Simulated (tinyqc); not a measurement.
# Loss and coupling from a measured resonance

Question. An all-pass ring of radius Rr has F = FSR/FWHM = pi sqrt(a t)/(1 - a t) and Tmin = (a - t)^2/(1 - a t)^2; it is known to be overcoupled (t < a). a = 10^(-al L/20), L = 2 pi Rr, k2 = 1 - t^2, FSR = lam^2/(ng L). Find ng, al and k2.

Parameters, values chosen for the exercise:

| symbol | value | unit | meaning |
|---|---|---|---|
| lam | 1550 | nm | cold resonance wavelength |
| Rr | 5 | um | ring radius |

FSR = 19.02337069 nm
FWHM = 37.81910530 pm
Tmin (linear) = 0.03581283770

Solution. The finesse gives the product a t, Tmin the difference |a - t|; the spectrum alone cannot tell which is which.

ng = 4.02
al = 7.00 dB/cm
k2 = 0.00740

Computed by the program tinyqc: `OMP_NUM_THREADS=1 python tinyqc.py 2650108 2650109 out.jsonl`, one thread of a shared Intel Xeon 2.30GHz, about 0.01 s for the whole run.
